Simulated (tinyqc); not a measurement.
Square on-chip spiral inductor, lumped pi model: two steps of the calculation.

Outer diameter do = di + 2 n wd + 2 (n - 1) sp, mean da = (do + di)/2, fill p = (do - di)/(do + di), length l = 4 n da. L = 2.34 mu0 n^2 da/(1 + 2.75 p), mu0 = 4 pi 1e-7 H/m. Rs = rho l/(wd delta (1 - exp(-th/delta))), delta = sqrt(rho/(pi f mu0)). Cs = n wd^2 eps0 eo/hu across the coil. At each end Cox = l wd eps0 eo/(2 ho) leads to the substrate branch Rsi = 2 rs he/(l wd) in parallel with Csi = l wd eps0 11.7/(2 he). With one end grounded Y = 1/(Rs + i w L) + i w Cs + 1/[1/(i w Cox) + 1/(1/Rsi + i w Csi)], w = 2 pi f; Q = -Im Y/Re Y. Eddy currents in neighbouring turns and in the substrate are left out.

Values chosen for this exercise; values of the order met in silicon radio-frequency processes:

| symbol | value | unit | meaning |
|---|---|---|---|
| n | 3.5 |  | number of turns |
| wd | 8 | um | line width |
| sp | 3 | um | space between turns |
| di | 80 | um | inner diameter |
| th | 3 | um | metal thickness |
| rho | 1.9 | uohm cm | metal resistivity |
| ho | 5 | um | oxide below the coil |
| hu | 0.9 | um | oxide between coil and underpass |
| eo | 4.1 |  | relative permittivity of the oxide |
| rs | 10 | ohm cm | substrate resistivity |
| he | 80 | um | effective spreading depth in the substrate |
| f | 1.3 | GHz | frequency |

Constants: eps0 = 8.8541878128e-12 F/m. Results are converted to the units shown.

Task 1. Geometry and model elements. do, l, L, delta, Rs, Cs, Cox, Rsi and Csi as defined.

Give: do; l; L; delta; Rs; Cs; Cox; Rsi; Csi.

Result 1.

do = 151.00 um
l = 1617.0 um
L = 2.2547 nH
delta = 1.9241 um
Rs = 2.5275 ohm
Cs = 9.0352 fF
Cox = 46.960 fF
Rsi = 1236.9 ohm
Csi = 8.3756 fF

Task 2. Admittance, quality factor and apparent inductance. Series branch 1/(Rs + i w L), substrate branch, total Y, Q = -Im Y/Re Y, apparent inductance Im(1/Y)/w, metal-only value w L/Rs, share of the loss in the substrate Re(substrate branch)/Re Y.

L = 2.2547136 nH
Rs = 2.5274990 ohm
Cs = 9.0352068 fF
Cox = 46.960487 fF
Rsi = 1236.8584 ohm
Csi = 8.3755747 fF

Find: series branch; substrate branch; Y; Q; apparent inductance; w L/Rs; share of the loss in the substrate.

Result 2.

series branch = 7.31-53.29i mS
substrate branch = 0.1386+0.3061i mS
Y = 7.45-52.91i mS
Q = 7.100
apparent inductance = 2.269 nH
w L/Rs = 7.287
share of the loss in the substrate = 1.860 %

Q is 97.4 % of the metal-only value.

Numbers from tinyqc (`OMP_NUM_THREADS=1 python tinyqc.py 2302193 2302194 out.jsonl`; about 0.01 s on one thread of a shared Intel Xeon 2.30GHz).
